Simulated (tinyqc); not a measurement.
# Worked calculation: memristor with linear dopant drift, Joglekar window

Program tinyqc, `OMP_NUM_THREADS=1 python tinyqc.py 2880121 2880122 out.jsonl`; Intel Xeon 2.30GHz, shared host, one thread, about 0.3 s. Printed values are rounded.

A film of thickness D has a doped share x: R = Ron x + Roff (1 - x), i = v/R, dx/dt = k i F with k = mv Ron/D^2 and F = 1 - (2 x - 1)^(2 p). The drive is v = V0 sin(2 pi f t). The model has no threshold and no heating.

Values chosen for this exercise:
- Ron = 100 ohm (resistance of the fully doped film)
- Roff = 16000 ohm (resistance of the undoped film)
- D = 5 nm (film thickness)
- mv = 8e-15 m^2/(V s) (dopant mobility)
- x0 = 0.34 (doped share at t = 0)
- V0 = 1 V (amplitude)
- p = 3 (window exponent)
- f = 6.5 Hz (frequency)

## Rate constant, charge and flux scales

k = mv Ron/D^2; R0 = R(x0); without a window the film fills (x = 1) after the charge (1 - x0)/k and the flux (R0^2 - Ron^2)/(2 k (Roff - Ron)); half a period supplies the flux V0/(pi f).

k = 32000 1/C
R0 = 10594.0 ohm
charge to fill = 20.6250 uC
flux to fill = 0.110282 V s
flux of half a period = 0.0489708 V s

Half a period supplies 44.4 % of the flux to fill.

## Step 1: one Runge-Kutta step

x at step 0 = 0.34
j = 0

Step h = 1/(12 f), from t = j h. With g(t, x) = dx/dt: k1 = g(t, x), k2 = g(t + h/2, x + h k1/2), k3 = g(t + h/2, x + h k2/2), k4 = g(t + h, x + h k3), x(new) = x + h (k1 + 2 k2 + 2 k3 + k4)/6.

k1..k4 (1/s): [0.00000, 0.78094, 0.78700, 1.53240]
x at step 1 = 0.349975

## Step 2: one Runge-Kutta step

j = 1

As before.

k1..k4 (1/s): [1.53212, 2.20020, 2.21506, 2.77518]
x at step 2 = 0.378047

## Step 3: one Runge-Kutta step

j = 2

As before.

k1..k4 (1/s): [2.77374, 3.18422, 3.19804, 3.42711]
x at step 3 = 0.418572

## One period

The 12 Runge-Kutta steps against a converged integration; i uses the converged x.

One period:
```
j    v (V)  x, coarse steps  x, converged  i (uA)
0    0.000           0.3400        0.3400     0.0
1    0.500           0.3500        0.3500    47.9
2    0.866           0.3780        0.3780    86.7
3    1.000           0.4186        0.4186   107.0
4    0.866           0.4621        0.4621   100.1
5    0.500           0.4963        0.4963    61.7
6    0.000           0.5094        0.5094     0.0
7   -0.500           0.4963        0.4963   -61.7
8   -0.866           0.4621        0.4621  -100.1
9   -1.000           0.4186        0.4186  -107.0
10  -0.866           0.3780        0.3780   -86.7
11  -0.500           0.3500        0.3500   -47.9
12   0.000           0.3400        0.3400     0.0
```

The current vanishes with the voltage (pinched loop). At the same voltage, j = 2 and 4, it is 86.7 uA on the way up and 100 uA on the way down. x peaks at 0.5094 at half period and ends at 0.3400, its starting value: the state is a function of the flux alone. The coarse steps miss by at most 6.5e-6.
